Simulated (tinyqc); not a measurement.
Ways to reach the isolated limit: finite-size error of a charged defect in a periodic cell: Madelung and Makov-Payne terms. Computed by tinyqc, a small Python program. Command: `OMP_NUM_THREADS=1 python tinyqc.py 3010006 3010007 out.jsonl imagecharge walk`. One thread of a shared host (Intel(R) Xeon(R) Processor @ 2.30GHz), about 0.03 s of CPU time with the checks.

L is the cube root of the cell volume. The defect charge is a Gaussian, rho(r) = q (2 pi sigma^2)^(-3/2) exp(-r^2/2 sigma^2), repeated periodically in a uniform neutralising background and screened by a continuum. The model cell energy is E(L) = E_0 + [periodic - isolated electrostatic energy].

Inputs (values chosen for the exercise, with screening close to that of germanium):
```
quantity,value,unit
charge q,2,e
cell length L,10.6,angstrom
dielectric constant eps,15.7,-
width sigma of the defect charge,1.1,angstrom
formation energy of the isolated defect E_0,5.986,eV
```

Supercell lattice: fcc. Screening: isotropic.

scatter added to the six cells, standing for numerical noise (meV): [-0.54, -0.66, -2.4, -10, -0.48, -5.4]

Constants: e^2/(4 pi eps_0) = 14.39964548 eV angstrom.

Method:
- Cell vectors: (0,1,1), (1,0,1), (1,1,0), scaled to volume L^3.
- Ewald sum for a unit point charge: scale each Cartesian component of the cell by 1/sqrt(eps_i), giving R', G' and V'; E = [ (1/2) sum erfc(eta R')/R' + (2 pi/V') sum exp(-G'^2/4 eta^2)/G'^2 - eta/sqrt(pi) - pi/(2 V' eta^2) ] e^2/(4 pi eps_0) / sqrt(eps_x eps_y eps_z), over n_i = -6..6, omitting n = (0,0,0), eta = 2/V'^(1/3). alpha = -2 E eps_g L/(e^2/(4 pi eps_0)), eps_g = (eps_x eps_y eps_z)^(1/3).
- Periodic energy of the Gaussian: (2 pi q^2/V) sum_(G != 0) exp(-sigma^2 G^2)/(G.eps.G) x e^2/(4 pi eps_0), n_i = -k..k with k = max(9, L/sigma rounded up). Isolated energy: q^2/(2 sqrt(pi) sigma) <1/(n.eps.n)> e^2/(4 pi eps_0), the mean over directions n, here 1/eps.
- Cells of the same shape with L scaled by 0.7, 0.85, 1, 1.25, 1.5 and 2; the scatter is added to E(L).
- The point-charge correction scales as 1/L from its value at the input L.
- Least-squares fits of E(L) to a + b/L, a + c/L^3 or a + b/L + c/L^3; the estimate is a, and errors are against E_0.

Scaling data:
```
L (angstrom),1/L (1/angstrom),E(L) (eV),E(L) + point-charge correction (eV)
7.42,0.134771,5.33970,6.05374
9.01,0.110988,5.43545,6.02347
10.60,0.094340,5.50720,6.00702
13.25,0.075472,5.58813,5.98799
15.90,0.062893,5.65924,5.99246
21.20,0.047170,5.73362,5.98353
```

point-charge correction -q^2 E = 0.499823 eV

nearest image = 11.8981 angstrom

Estimates of E_0:
```
way,estimate (eV),error (meV)
"largest cell, uncorrected",5.7336,-252.38
"largest cell, point-charge term",5.9835,-2.47
"1/L fit, three smallest",5.8962,-89.82
"1/L fit, all six",5.9386,-47.40
"1/L^3 fit, all six",5.6861,-299.86
"1/L and 1/L^3, three smallest",5.9582,-27.81
"1/L and 1/L^3, all six",5.9813,-4.72
"corrected data, 1/L^3 fit",5.9808,-5.21
```

coefficient b of the full fit = -5.3069 eV angstrom

What does the comparison show, and why?

Best here: largest cell, point-charge term (-2.5 meV); worst: 1/L^3 fit, all six (-300 meV). The fitted b is 100.2 % of the Madelung value -q^2 alpha e^2/(8 pi eps_0 eps_g), so such a fit also measures the screening. The three-term fit to three small cells has no spare point and magnifies the scatter. A pure 1/L fit lands below E_0, because the positive 1/L^3 term flattens the small-cell points.

Extremes, crossings and ranges named in words are read from the listed rows.
